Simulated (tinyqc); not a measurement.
Amplitude against the length of the filling pulse.

In DLTS the amplitude of the capacitance transient follows the share of traps filled by the pulse. In the neutral layer an empty trap fills as 1 - exp(-tp/tc), tc = 1/(sn vth(T) Nd), vth(T) = vth (T/300 K)^0.5; emission during the pulse and slow capture at the depletion edge are neglected.

Inputs (values chosen for the exercise): thermal velocity at 300 K vth = 2.5e7 cm/s; shallow donor density Nd = 1.9e16 cm^-3; capture cross-section sn = 9.1e-16 cm^2; temperature of the transient T = 169 K.

Result of one run:

| tp (s) | tp/tc | amplitude over its full value | ln(1 - that) |
|---|---|---|---|
| 2.7e-10 | 0.08760 | 0.08387 | -0.08760 |

What becomes of these results when the pulse length tp is changed from 2.7e-10 to 1.1e-9 s, all else the same?

Result of the changed run:

| tp (s) | tp/tc | amplitude over its full value | ln(1 - that) |
|---|---|---|---|
| 1.1e-9 | 0.3569 | 0.3001 | -0.3569 |

The whole series:

| tp (s) | tp/tc | amplitude over its full value | ln(1 - that) |
|---|---|---|---|
| 1.4e-10 | 0.04542 | 0.04440 | -0.04542 |
| 2.7e-10 | 0.08760 | 0.08387 | -0.08760 |
| 5.5e-10 | 0.1784 | 0.1634 | -0.1784 |
| 1.1e-9 | 0.3569 | 0.3001 | -0.3569 |
| 2.2e-9 | 0.7137 | 0.5102 | -0.7137 |
| 4.4e-9 | 1.427 | 0.7601 | -1.427 |
| 8.7e-9 | 2.823 | 0.9405 | -2.823 |
| 1.7e-8 | 5.515 | 0.9960 | -5.515 |

The amplitude rises from 0.0444 to 0.996 of its full value. The last column is linear in tp with slope -1/tc, tc = 3.08e-9 s, which gives the cross-section from Nd and vth, independently of the Arrhenius intercept; 99 % filling needs 1.42e-8 s.

Program tinyqc, `OMP_NUM_THREADS=1 python tinyqc.py 2050172 2050173 out.jsonl`; Intel Xeon 2.30GHz, shared host, one thread, about 0.01 s.
